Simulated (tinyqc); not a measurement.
# Worked calculation: off-state leakage of single and stacked transistors

Computed by the program tinyqc: `OMP_NUM_THREADS=1 python tinyqc.py 2242094 2242095 out.jsonl`, one thread of a shared Intel Xeon 2.30GHz, about 0.03 s for the whole run. Printed values are rounded.

n-channel devices of unit width. Subthreshold current I(Vg, Vs, Vd) = I0 (T/300 K)^0.5 exp[(Vg - Vs - VT(T) - gb (Vs - Vb) + dd (Vd - Vs))/(nf Vt)] (1 - exp(-(Vd - Vs)/Vt)), VT(T) = VT - cT (T - 300 K). Gate-edge tunnelling Ig (Vd/1 V) exp(ag (Vd - 1 V)), for a gate at 0 V, and band-to-band leakage Ab u exp(-Bb/u), u = Vd - Vb + 1 V, flow at a drain held at V; both are taken as independent of T. In a stack of off transistors (all gates at 0 V) the same subthreshold current passes through each.

Inputs (values chosen for the exercise); values of the order met in bulk silicon logic transistors: temperature T = 300 K; supply voltage V = 1.1 V; threshold at 300 K, zero drain and body bias VT = 0.29 V; fall of the threshold with temperature cT = 0.5 mV/K; current at threshold at 300 K I0 = 0.22 uA/um; slope factor nf = 1.24; drain-induced lowering per volt dd = 0.11; rise of the threshold per volt of source-body bias gb = 0.24; gate-edge tunnelling current at 1 V Ig = 1e-6 uA/um; exponential slope of the gate current ag = 4.2 1/V; prefactor of band-to-band leakage at the drain Ab = 3 uA/(um V); its exponential voltage Bb = 21 V; body voltage Vb = -0.3 V.

Constants: q = 1.602176634e-19 C, kB = 1.380649e-23 J/K, Vt = kB T/q. Results are converted to the units shown.

## Leakage of one transistor

Vg = Vs = 0, Vd = V; effective threshold VT(T) - gb Vb - dd V.

effective threshold = 0.241 V
parts (nA/um): subthreshold 0.119510, gate edge 0.00167416, band-to-band 1.14092
total = 1.26211 nA/um
shares (%): subthreshold 9.46911, gate edge 0.132648, band-to-band 90.3982

The band-to-band part is the largest.

## Starting value

Vx = dd V/(1 + gb + 2 dd), the solution for Vx well above Vt, rounded to three decimals.

Vx at the start = 0.083 V

## Iteration 1: new Vx

Stack of two, Vx the node between them: I_low = I(0, 0, Vx), I_up = I(0, Vx, V), f = ln(I_up/I_low), f' = -(1 + gb + 2 dd)/(nf Vt) - 1/(Vt (exp(Vx/Vt) - 1)) - 1/(Vt (exp((V - Vx)/Vt) - 1)), Vx(new) = Vx - f/f'.

I_low = 0.00349892 nA/um
I_up = 0.00362556 nA/um
f = 0.0355539
f' = -47.1703 1/V
Vx after iteration 1 = 0.0837537 V

## Iteration 2: new Vx

As before.

I_low = 0.00351222 nA/um
I_up = 0.00351228 nA/um
f = 1.84195e-5
f' = -47.1217 1/V
Vx after iteration 2 = 0.0837541 V

## Course of the iteration

Stop when the step is below 1e-11 V, or after 40 iterations.

Course of the iteration:
```
iteration  Vx before the step (V)  step (V)
1                           0.083   7.54e-4
2                       0.0837537   3.91e-7
3                       0.0837541  1.03e-13
```

Converged in 3 iterations. The subthreshold current of the stack is 0.003512 nA/um, 34.0 times less than that of one transistor (the drain leakage is unchanged); the estimate exp[dd V (1 + gb + dd)/((1 + gb + 2 dd) nf Vt)] gives 32.8.
